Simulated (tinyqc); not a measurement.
# Landau coefficients from the transition

Inverse problem. u = a0 (T - T0) P^2 + be P^4 + ga P^6 (P in uC/cm^2, E in kV/cm, u in mJ/cm^3). Above the transition chi = Cw/(T - T0) with Cw = 1/(2 eps0 a0); at TC = T0 + be^2/(4 a0 ga) the polarisation jumps by sqrt(-be/(2 ga)). Find a0, be and ga.

Inputs (values chosen for the exercise):

| symbol | value | unit | meaning |
|---|---|---|---|
| T0 | 450 | K | Curie-Weiss temperature |

Constants: eps0 = 8.8541878128e-14 F/cm where lengths are in cm. Results are converted to the units shown.

TC = 466.151545 K
jump of P at TC = 23.0089497 uC/cm^2
Curie constant = 95712.6328 K

Answer. The Curie constant gives a0. At TC both u = 0 and du/dP = 0, which give ga = al/P^4 and be = -2 al/P^2 with al = a0 (TC - T0).

a0 = 0.05900 kV cm/(uC K)
be = -0.003600 kV cm^5/uC^3
ga = 3.400e-6 kV cm^9/uC^5

Numbers from tinyqc (`OMP_NUM_THREADS=1 python tinyqc.py 2860119 2860120 out.jsonl`; about 0.01 s on one thread of a shared Intel Xeon 2.30GHz).
